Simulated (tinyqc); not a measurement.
Thin-film transistor with exponential tail and deep states, accumulation layer: one step of the calculation.

An undoped film in accumulation, thicker than the space-charge layer. With band bending psi the Fermi level lies E0 - psi below the band edge. Free electrons n = n0 exp(psi/Vt) carry the current; electrons in two exponential distributions of traps, a = a0 exp(psi/Va) and d = d0 exp(psi/Vp), do not. Linear regime, ohmic contacts, traps in equilibrium.

Question. Bulk densities. Va = kB Tt/q, Vp = kB Td/q; n0 = Nc exp(-E0/Vt), a0 = Nt th(T/Tt) exp(-E0/Va), d0 = Nd th(T/Td) exp(-E0/Vp), th(x) = pi x/sin(pi x).

Values chosen for this exercise; values close to those of amorphous indium gallium zinc oxide:
```
symbol   value   unit                                        meaning
T          250      K                                    temperature
Nc      5.2e18  cm^-3                     density of extended states
Nt      4.6e18  cm^-3                   total density of tail states
Tt         350      K         characteristic temperature of the tail
Nd      9.4e16  cm^-3                   total density of deep states
Td        1760      K  characteristic temperature of the deep states
E0        0.61     eV           bulk Fermi level below the band edge
```

Constants: q = 1.602176634e-19 C, kB = 1.380649e-23 J/K, Vt = kB T/q. Results are converted to the units shown.

Wanted: Va; Vp; th(T/Tt); n0; a0; d0.

Answer.

Va = 0.030161 V
Vp = 0.15167 V
th(T/Tt) = 2.8702
n0 = 2.6239e6 cm^-3
a0 = 2.1730e10 cm^-3
d0 = 1.7414e15 cm^-3

Computed by the program tinyqc: `OMP_NUM_THREADS=1 python tinyqc.py 2610068 2610069 out.jsonl`, one thread of a shared Intel Xeon 2.30GHz, about 0.02 s for the whole run.
